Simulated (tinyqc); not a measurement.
# Worked calculation: frequency dispersion of an accumulation capacitance by border traps, distributed model

Numbers from tinyqc (`OMP_NUM_THREADS=1 python tinyqc.py 2202139 2202140 out.jsonl`; about 0.7 s on one thread of a shared Intel Xeon 2.30GHz). Printed values are rounded.

Traps spread evenly through the insulator exchange electrons with the semiconductor by tunnelling, with tau(x) = t0 exp(2 ka x) at depth x from the interface. The admittance per area Y seen at depth x obeys dY/dx = -Y^2/(i w eps0 eox) + q Nb ln(1 + i w tau)/tau, with Y(0) = i w Cs and w = 2 pi f; the gate sees Y(tox) = G + i w C. Working variable y = Y/(i w), in uF/cm^2. Cox = eps0 eox/tox.

Inputs (values chosen for the exercise); permittivity close to that of silicon dioxide: relative permittivity of the insulator eox = 4.03; insulator thickness tox = 11 nm; semiconductor capacitance in accumulation Cs = 1.1 uF/cm^2; density of border traps Nb = 7.7e19 cm^-3 eV^-1; decay constant of the wave function in the insulator ka = 5 1/nm; time constant of a trap at the interface t0 = 3e-9 s; frequency f = 10000 Hz; depth down to which the steps are taken xe = 1.4 nm.

Constants: q = 1.602176634e-19 C, eps0 = 8.8541878128e-14 F/cm where lengths are in cm. Results are converted to the units shown.

## Scales and lumped estimate

Cox; trap-free value 1/(1/Cox + 1/Cs); response depth d = ln(1/(w t0))/(2 ka), where w tau = 1; lumped estimate: all traps within d act as C_bt = q Nb d placed at d/2, so C = 1/{1/[1/(1/Cs + d/(2 eps0 eox)) + C_bt] + (tox - d/2)/(eps0 eox)}.

Cox = 0.324385 uF/cm^2
trap-free C = 0.250511 uF/cm^2
d = 0.857644 nm
C_bt = 1.05805 uF/cm^2
lumped C = 0.289412 uF/cm^2

The traps within reach amount to 0.962 Cs and lie in the first 7.80 % of the insulator.

## Midpoint steps through the active depth

In terms of y: dy/dx = -y^2/(eps0 eox) + s(x), s = q Nb ln(1 + z)/z, z = i w tau. 10 midpoint steps of h = xe/10: y_half = y + (h/2) y'(x, y), y(new) = y + h y'(x + h/2, y_half).

```
point  x (nm)  s (uF/(cm^2 nm))       y (uF/cm^2)
0           0  1.23368-0.00012i  1.10000+0.00000i
1        0.14  1.23368-0.00047i  1.21968-0.00003i
2        0.28  1.23367-0.00191i  1.32843-0.00016i
3        0.42  1.23361-0.00775i  1.42640-0.00067i
4        0.56  1.23261-0.03140i  1.51397-0.00272i
5         0.7  1.21654-0.12486i  1.59118-0.01095i
6        0.84  1.02673-0.39162i  1.65104-0.04168i
7        0.98  0.46624-0.45912i  1.64785-0.10194i
8        1.12  0.13410-0.23503i  1.58055-0.13446i
9        1.26  0.03427-0.08880i  1.49769-0.13790i
10        1.4  0.00852-0.02952i  1.41759-0.12960i
```

## Capacitance and conductance at the gate

y at xe = 1.41759-0.12960i uF/cm^2

Beyond xe the traps are ignored, so 1/y(tox) = 1/y(xe) + (tox - xe)/(eps0 eox); C = Re y, G/w = -Im y, loss tangent G/(w C).

y at the gate = 0.294882-0.005563i uF/cm^2
C = 0.294882 uF/cm^2
G/w = 0.00556350 uF/cm^2
loss tangent = 0.0188669

A fine integration over the whole insulator gives C = 0.29508 and G/w = 0.005712 uF/cm^2; the coarse G/w is 2.6 % below that. The fine C is 18 % above the trap-free value, and the lumped estimate is 1.9 % below the fine result.
